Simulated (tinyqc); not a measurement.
Hot carriers by balance equations with a heated Maxwellian. Changing the electric field F. Computed by tinyqc, a small Python program. Command: `OMP_NUM_THREADS=1 python tinyqc.py 3000555 3000556 out.jsonl hot sweep`. One thread of a shared host (Intel(R) Xeon(R) Processor @ 2.30GHz), about 0.1 s of CPU time with the checks.

The carriers follow a Maxwellian at an electron temperature T_e, slightly displaced; the drift energy is neglected against k_B T_e. The balance averages the rate, not the time, so mu_0 lies below the relaxation-time value.

Inputs (values chosen for the exercise, modelled on electrons in germanium):
```
quantity                                          value       unit
effective mass m                                  0.226        m_0
density rho                                        5323     kg/m^3
sound velocity v_l                                 5390        m/s
acoustic deformation potential D_A                   11         eV
phonon energy hbar w                               31.6        meV
optical or intervalley deformation potential D_o    5.5  1e8 eV/cm
final valleys Z_f                                     3          -
lattice temperature T                               250          K
mixing                                              0.3          -
iteration cap                                       300          -
```

Band: parabolic. Solver: damped fixed point.

Constants: k_B = 8.617333262e-05 eV/K; k_B = 1.380649e-23 J/K; e = 1.602176634e-19 C; hbar = 1.054571817e-34 J s; m_0 = 9.1093837015e-31 kg; hbar = 6.582119569e-16 eV s.

Method:
- Parabolic band: E = hbar^2 k^2/(2 m), speed v = hbar k/m, states per spin, volume and energy g(E) = m k/(2 pi^2 hbar^2). Masses are multiplied by m_0 and all formulas are in SI units.
- Phonon occupation N_q = 1/(exp(hbar w/(k_B T)) - 1).
- Acoustic deformation potential (elastic, equipartition, absorption and emission together): 1/tau = 2 pi k_B T D_A^2 g(E)/(hbar rho v_l^2).
- Optical or intervalley deformation potential: 1/tau = (pi Z_f D_o^2/(rho w)) [N_q g(E + hbar w) + (N_q + 1) g(E - hbar w)], with g = 0 below the band edge.
- Averages over the Maxwellian, <y> = int y x^(1/2) exp(-x) dx / int x^(1/2) exp(-x) dx with x = E/(k_B T_e), split at x_0 = hbar w/(k_B T_e): 64 Gauss-Legendre points in sqrt(x) below it and 128 in sqrt(x - x_0) above it, up to x = 32. Momentum balance: mu(T_e) = e/(m nu), nu = <x (sum of rates)>/<x>. Power lost per carrier: P(T_e) = hbar w <emission rate - absorption rate> + <(2 m v_l^2/(k_B T)) (E - 2 k_B T) acoustic rate>.
- Energy relaxation time at weak heating: tau_E = (3/2) k_B / (dP/dT_e), the derivative by a central difference of +/- 0.5 K at T_e = T.
- Fixed point: T_out = T + (T_e - T) e mu(T_e) F^2/P(T_e), T_new = T_e + mixing (T_out - T_e).
- Start at T_e = 1.5 T; stop when T_e moves by less than 1e-6 K or exceeds 1e6 K.
- v = mu(T_e) F; warm-carrier coefficient (mu/mu_0 - 1)/F^2.

One run for each value:
```
electric field F (kV/cm)  drift velocity (1e7 cm/s)  electron temperature T_e (K)  mu/mu_0
0.10                                         0.0211                           250   0.9994
0.22                                         0.0463                           251   0.9969
0.46                                         0.0959                           255   0.9869
2.20                                         0.3761                           343   0.8095
4.60                                         0.5693                           584   0.5861
10.00                                        0.7215                          1572   0.3417
```

Give the missing row, electric field F (kV/cm) = 1.00.

Computed row:
```
electric field F (kV/cm)  drift velocity (1e7 cm/s)  electron temperature T_e (K)  mu/mu_0
1.00                                         0.1994                           272   0.9441
```

Interpolating between the two neighbouring rows (the first column on a logarithmic scale, the others too where they are positive) misses most in electron temperature T_e (K), by 8.7 %. Over the rows, drift velocity (1e7 cm/s) rises from 0.0211 to 0.721 (exponent d ln y / d ln x 1.00 between the first rows and 0.30 between the last); electron temperature T_e (K) rises from 250 to 1570 (exponent d ln y / d ln x 0.0045 between the first rows and 1.3 between the last); mu/mu_0 falls from 0.999 to 0.342 (exponent d ln y / d ln x -0.0031 between the first rows and -0.70 between the last). At the low end the exponent of drift velocity is 1.00, close to 1: Ohm's law. At the low end the exponent of electron temperature T_e is 0.00, close to 0: the gas is still at the lattice temperature. The mobility has lost 10 % between 1.00 and 2.20 kV/cm. Left out: 22.0, 46.0, 100 (T_e far beyond the range of the model).

Caution (rows 10.0): k_B T_e exceeds 0.12 eV, where non-parabolicity and a non-Maxwellian tail matter.

Extremes, crossings and ranges named in words are read from the listed rows.
